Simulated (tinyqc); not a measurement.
## Effect of surface-potential fluctuations

The band bending varies over the area as a Gaussian of deviation ss (in units of Vt), so Gp/w = q Dit times the Gaussian mean of ln(1 + y^2)/(2 y), y = x exp(-u), u of deviation ss, x = w tau at the mean bending. Listed: the x of the peak, its height over q Dit, the Dit that the rule Gp/w = 0.40237 q Dit would give, and Gp/w at five times the peak frequency over the peak.

Values chosen for this exercise: interface trap density Dit = 4.4e10 cm^-2 eV^-1.

Constants: q = 1.602176634e-19 C. Results are converted to the units shown.

Effect of surface-potential fluctuations:
```
ss   x at the peak  height/(q Dit)  peak Gp/w (nF/cm^2)  apparent Dit (cm^-2 eV^-1)  ratio at 5 f_peak
0            1.980          0.4024                2.837                    4.400e10             0.5767
0.5          2.075          0.3766                2.655                    4.118e10             0.6096
1            2.222          0.3259                2.297                    3.564e10             0.6883
1.5          2.340          0.2772                1.954                    3.031e10             0.7665
2            2.426          0.2370                1.671                    2.592e10             0.8258
2.5          2.489          0.2050                1.446                    2.242e10             0.8679
3            2.535          0.1797                1.267                    1.965e10             0.8976
3.5          2.569          0.1593                1.123                    1.742e10             0.9189
```

The height falls from 0.402 to 0.159 and the ratio at five times the peak frequency rises from 0.577 to 0.919: the peak grows lower and wider, as patches with different time constants add. The uncorrected rule understates Dit by a factor of 2.53 in the last row; the width ratio gives ss and so the correction.

Program tinyqc, `OMP_NUM_THREADS=1 python tinyqc.py 2030133 2030134 out.jsonl`; Intel Xeon 2.30GHz, shared host, one thread, about 0.02 s.
